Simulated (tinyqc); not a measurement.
Doping density: delta-doped layer in the Thomas-Fermi potential.

All donors ionised in the plane z = 0, zero temperature, energies from the Fermi level EF of the Thomas-Fermi model, which lies at the bulk band edge; c = hbar^2/2m0, q = e^2/(4 pi eps0). gv = 1 equivalent valley, m_d = sqrt(m3^3/mz) in the plane. With n = (gv/3 pi^2)(m3 (-V)/c)^(3/2) and V'' = -(4 pi q/eps) n for z > 0, the solution is V = -b/(|z| + z0)^4 with sqrt(b) = 20/K, K = (4 pi q/eps)(gv/3 pi^2)(m3/c)^(3/2), and z0^5 = 4b/(e F0), e F0 = 2 pi q N/eps; 1e13/cm^2 = 1e-3/angstrom^2. Exchange and correlation are left out.

Subbands solve -(c/m_z) psi'' + V psi = E psi on 1280 points of spacing z0/80; up to ten levels for each group, kept if bound with an rms width below 2.5 z0.

Constants: hbar^2/2m0 = 3.80998211 eV angstrom^2; e^2/(4 pi eps0) = 14.39964547 eV angstrom.

Parameters, chosen for this exercise (near those of a delta-doped layer in GaAs; the results hold for these values, not for the real material): m3 = 0.069 m0 (density-of-states mass of a valley); mz = 0.069 m0 (mass along z); eps = 12.8 (dielectric constant); Nl = (0.013, 0.026, 0.052, 0.091, 0.16, 0.26, 0.42) x 1e13/cm^2 (sheet densities).

The well, the lowest level and the filling anew; at zero temperature n_i = g m_d (mu - E_i)/(2 pi c), with mu fixed by sum n_i = N.

Results:

| N (1e13/cm^2) | z0 (angstrom) | depth (eV) | lowest (eV) | next - lowest (eV) | occupied | share of lowest (%) |
|---|---|---|---|---|---|---|
| 0.013 | 418.6 | 0.0096 | -0.0041 | 0.0037 | 2 | 90.7 |
| 0.026 | 364.4 | 0.0167 | -0.0078 | 0.0065 | 3 | 85.4 |
| 0.052 | 317.3 | 0.0292 | -0.0145 | 0.0114 | 3 | 79.8 |
| 0.16 | 253.4 | 0.0716 | -0.0393 | 0.0275 | 4 | 70.5 |
| 0.26 | 230.0 | 0.1057 | -0.0602 | 0.0399 | 4 | 66.6 |
| 0.42 | 208.9 | 0.1551 | -0.0915 | 0.0574 | 5 | 62.7 |

Give the missing row, N (1e13/cm^2) = 0.091.

Computed row:
```
N (1e13/cm^2)  z0 (angstrom)  depth (eV)  lowest (eV)  next - lowest (eV)  occupied  share of lowest (%)
0.091                  283.7      0.0456      -0.0238              0.0177         3                 75.3
```

The depth grows as N^(4/5) and z0 shrinks as N^(-1/5): factors 16.1 and 2.00 for 32 times the doping. The lowest level deepens faster, with exponent 0.89, since the zero-point energy takes a smaller share of a deeper well (57 % falling to 41 %). The number of occupied subbands is 2 in the first row and 5 in the last. Up to N = 0.026 the donor spacing exceeds 1.5 Bohr radii (one radius, a0 eps/m with the density-of-states mass, is 98 angstrom), where a uniform sheet is a crude picture of discrete donors (beyond about three radii electrons stay on single donors).

Computed by tinyqc, a small Python program: `OMP_NUM_THREADS=1 python tinyqc.py 1280877 1280878 out.jsonl` (the numbers bound the seed that draws the inputs); one thread of a shared host (Intel(R) Xeon(R) Processor @ 2.30GHz), about 0.08 s for the whole set of steps.
